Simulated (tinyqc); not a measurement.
Which input was changed? Model: two-step dopant diffusion (predeposition and drive-in) with a constant diffusivity. Computed by tinyqc, a small Python program. Command: `OMP_NUM_THREADS=1 python tinyqc.py 3029043 3029044 out.jsonl dopdiff which`. One thread of a shared host (Intel(R) Xeon(R) Processor @ 2.30GHz), about 0.8 s of CPU time with the checks.

Fick diffusion into a half space x > 0 whose background doping C_B is of the opposite type, so that a junction lies where C = C_B.

Inputs (values chosen for the exercise, modelled on phosphorus in silicon):
```
quantity                        value    unit
prefactor D0                     4.38  cm^2/s
activation energy E              3.72      eV
surface concentration C_s     9.9e+19  1/cm^3
background doping C_B         1.3e+17  1/cm^3
predeposition temperature T1     1000       C
predeposition time t1              45     min
drive-in temperature T2          1025       C
drive-in time t2                  480     min
ramp rate                           2   C/min
stand-by temperature              750       C
```

Furnace ramps of the drive-in: linear ramps.

Constants: k_B = 8.617333262e-05 eV/K.

Method:
- D = D0 exp(-E/(k_B T)).
- Temperatures in kelvin are T(C) + 273.15.
- Times in seconds are 60 times the minutes.
- One ramp between the stand-by temperature and T2 adds int D dT / rate (40-point Gauss-Legendre); the usual estimate counts it as an extra time k_B T2^2/(E rate) at T2. (Dt)2 = D2 t2 + two ramps, times in seconds.
- C = C_s erfc(x/(2 sqrt(D1 t1))); dose Q = 2 C_s sqrt(D1 t1/pi); the junction solves erfc(z) = C_B/C_s with x_j = 2 z sqrt(D1 t1).
- With a sealed surface and a thin source, C = Q/sqrt(pi (Dt)2) exp(-x^2/(4 (Dt)2)); x_j = 2 sqrt((Dt)2 ln(C(0)/C_B)); gradient at the junction |dC/dx| = C_B x_j/(2 (Dt)2).
- Exact two-step profile: C = (2 C_s/pi) int_0^alpha exp(-beta (1 + u^2))/(1 + u^2) du with alpha = sqrt(D1 t1/(Dt)2), beta = x^2/(4 (D1 t1 + (Dt)2)).
- The integral takes 48 Gauss-Legendre points; solve C(x) = C_B.

Task: One of these inputs alone was changed, within the range given: prefactor D0 (2.19 to 8.76); surface concentration C_s (4.95e+19 to 1.98e+20); background doping C_B (6.5e+16 to 2.6e+17); drive-in temperature T2 (950 to 1250). Which one, and to what value?

Results:
```
run     gradient at the junction (1/cm^4)  exact junction depth (um)  surface concentration C(0) (Gaussian) (1/cm^3)
before                       1.263506e+22                  0.9669469                                    1.341633e+19
after                        1.375498e+22                  0.9569211                                    1.341633e+19
```

Result:

Each candidate set to reproduce gradient at the junction, and what it then gives:
```
candidate                                 range searched  value needed  exact junction depth (um)  surface concentration C(0) (Gaussian) (1/cm^3)
prefactor D0 (cm^2/s)                       2.19 to 8.76         3.696                    0.88822                                      1.3416e+19
surface concentration C_s (1/cm^3)  4.95e+19 to 1.98e+20  out of reach                          -                                               -
background doping C_B (1/cm^3)        6.5e+16 to 2.6e+17      1.430e17                    0.95692                                      1.3416e+19
drive-in temperature T2 (C)                  950 to 1250          1019                    0.90493                                      1.4486e+19
```

Only background doping C_B fits every result: it went from 1.3e+17 to 1.43e17 1/cm^3. The next best candidate, prefactor D0, misses one result by 7.2 %.

Caution: the surface value exceeds the intrinsic carrier density during the drive-in as well. Caution: C_s exceeds the intrinsic carrier density of silicon at the predeposition temperature (2e18 to 1e19 per cm^3), where real diffusivities rise with concentration and profiles turn box-like.
